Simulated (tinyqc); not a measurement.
# Absorption coefficient and reflectance from two thicknesses

Question. With transparent contact layers the responsivity is (1 - Rf)(1 - exp(-al wi)) q lam/(h c). The second absorber is twice as thick as the first. Find al and Rf.

Values chosen for this exercise:

| symbol | value | unit | meaning |
|---|---|---|---|
| lam | 1000 | nm | wavelength |

Constants: q = 1.602176634e-19 C, h = 6.62607015e-34 J s, c = 299792458 m/s. Results are converted to the units shown.

responsivity for wi = 30 and 60 um (A/W): [0.097089456, 0.17748291]

Answer. The ratio of the responsivities is 1 + exp(-al w1), which gives al; either value then gives 1 - Rf.

al = 62.90 1/cm
Rf = 0.3000

tinyqc, about 0.01 s, one thread, Intel Xeon 2.30GHz (shared host): `OMP_NUM_THREADS=1 python tinyqc.py 2250018 2250019 out.jsonl`
